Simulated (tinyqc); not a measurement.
# All-pass ring resonator: effects of single changes

A ring of length L = 2 pi Rr coupled to one bus waveguide: round-trip amplitude a = 10^(-al L/20), self-coupling t = sqrt(1 - k2). At detuning d from the resonance the round-trip phase is p = 2 pi d/FSR and the transmission T = (a^2 - 2 a t cos p + t^2)/(1 - 2 a t cos p + a^2 t^2). Lossless coupler, linear absorption only.

Parameters, values chosen for the exercise; values close to those of silicon waveguides:
- lam = 1310 nm (cold resonance wavelength)
- Rr = 7.5 um (ring radius)
- ng = 4.11 (group index)
- al = 16 dB/cm (propagation loss)
- k2 = 0.023 (power coupling)
- dT = 0.00019 1/K (thermo-optic change of the effective index)
- Rt = 2 K/mW (thermal resistance)
- fa = 0.73 (share of the loss that heats the ring)
- Pin = 0.86 mW (input power)

Constants: c = 299792458 m/s. Results are converted to the units shown.

Each table varies one quantity; the others keep the values above.

## Line shape, cold and heated

FSR = lam^2/(ng L). The lost power (1 - T) Pin heats the ring by Rt fa (1 - T) Pin and shifts the resonance to longer wavelength by s = (lam dT/ng) times that rise; d = dl - s. The hot columns give T for the smallest and the largest self-consistent shift.

Results:

| dl (pm) | T, cold | roots | smallest s (pm) | T there | largest s (pm) | T there  |
|---|---|---|---|---|---|---|
| -86 | 0.9022 | 1 | 6.515 | 0.9143 | 6.515 | 0.9143 |
| -23 | 0.4048 | 1 | 21.68 | 0.7148 | 21.68 | 0.7148 |
| 0 | 0.02114 | 1 | 32.52 | 0.5723 | 32.52 | 0.5723 |
| 17 | 0.2761 | 1 | 42.10 | 0.4463 | 42.10 | 0.4463 |
| 34 | 0.5936 | 1 | 52.51 | 0.3094 | 52.51 | 0.3094 |
| 52 | 0.7721 | 1 | 63.74 | 0.1618 | 63.74 | 0.1618 |
| 74 | 0.8724 | 3 | 13.71 | 0.8197 | 74.42 | 0.02135 |
| 100 | 0.9257 | 1 | 6.374 | 0.9162 | 6.374 | 0.9162 |
| 140 | 0.9606 | 1 | 3.126 | 0.9589 | 3.126 | 0.9589 |

Estimate the missing row, dl = -46 pm.

Computed row:

| dl (pm) | T, cold | roots | smallest s (pm) | T there | largest s (pm) | T there  |
|---|---|---|---|---|---|---|
| -46 | 0.7264 | 1 | 13.87 | 0.8176 | 13.87 | 0.8176 |

With this row back in the table: The cold line has FWHM = 57.3 pm and its dip at dl = 0; heated, the deepest listed dip lies at dl = 74 pm, and the largest possible shift is 74.4 pm, 1.3 FWHM. 1 row(s) have three roots: there the ring is bistable.

## Effect of the power coupling

FSR = lam^2/(ng L), finesse F = pi sqrt(a t)/(1 - a t), FWHM = FSR/F, Q = lam/FWHM, Tmin = (a - t)^2/(1 - a t)^2, power build-up k2 a^2/(1 - a t)^2, optical bandwidth c/(lam Q).

The same in every row: a = 0.9914.

Effect of the power coupling:

| k2 | t | Q | Tmin | build-up | bandwidth (GHz) |
|---|---|---|---|---|---|
| 0.0022 | 0.9989 | 4.748e4 | 0.6004 | 22.82 | 4.820 |
| 0.0037 | 0.9981 | 4.409e4 | 0.4200 | 33.12 | 5.190 |
| 0.0063 | 0.9968 | 3.923e4 | 0.2174 | 44.69 | 5.834 |
| 0.011 | 0.9945 | 3.268e4 | 0.04913 | 54.30 | 7.002 |
| 0.018 | 0.9910 | 2.615e4 | 5.108e-4 | 57.07 | 8.752 |
| 0.031 | 0.9844 | 1.902e4 | 0.08365 | 52.32 | 12.04 |
| 0.053 | 0.9731 | 1.293e4 | 0.2668 | 41.87 | 17.69 |
| 0.091 | 0.9534 | 8236 | 0.4789 | 29.75 | 27.79 |
| 0.15 | 0.9220 | 5163 | 0.6510 | 19.93 | 44.33 |

Read the table: what changes, and by how much?

As k2 goes from 0.0022 to 0.15, Q falls from 47500 to 5160, Tmin goes from 0.600 through a minimum of 5.11e-4 (at k2 = 0.018 among the rows listed) to 0.651 and the build-up goes from 22.8 through a maximum of 57.1 (at k2 = 0.018 among the rows listed) to 19.9. The ring is overcoupled (t < a) in 5 of the 9 rows; the dip is deepest where t and a cross.

## Effect of the propagation loss

Same model as above.

The same in every row: t = 0.98843.

Results:

| al (dB/cm) | a | Q | Tmin | build-up | bandwidth (GHz) |
|---|---|---|---|---|---|
| 2 | 0.99892 | 36517 | 0.68787 | 143.67 | 6.2670 |
| 3.6 | 0.99805 | 34184 | 0.50767 | 125.79 | 6.6947 |
| 12 | 0.99351 | 25598 | 0.079743 | 70.217 | 8.9401 |
| 22 | 0.98814 | 19706 | 1.6354e-4 | 41.386 | 11.613 |
| 39 | 0.97906 | 14163 | 0.084350 | 21.183 | 16.158 |
| 71 | 0.96221 | 9259.9 | 0.28732 | 8.8991 | 24.714 |
| 130 | 0.93190 | 5651.4 | 0.51366 | 3.2103 | 40.494 |

Estimate the missing row, al = 6.6 dB/cm.

Computed row:

| al (dB/cm) | a | Q | Tmin | build-up | bandwidth (GHz) |
|---|---|---|---|---|---|
| 6.6 | 0.99643 | 30527 | 0.28017 | 100.15 | 7.4966 |

With this row back in the table: As al goes from 2 to 130 dB/cm, Q falls from 36500 to 5650, Tmin goes from 0.688 through a minimum of 1.64e-4 (at al = 22 dB/cm among the rows listed) to 0.514 and the build-up falls from 144 to 3.21. The ring is overcoupled (t < a) in 4 of the 8 rows; the dip is deepest where t and a cross.

Numbers from tinyqc (`OMP_NUM_THREADS=1 python tinyqc.py 2650009 2650010 out.jsonl`; about 0.01 s on one thread of a shared Intel Xeon 2.30GHz).
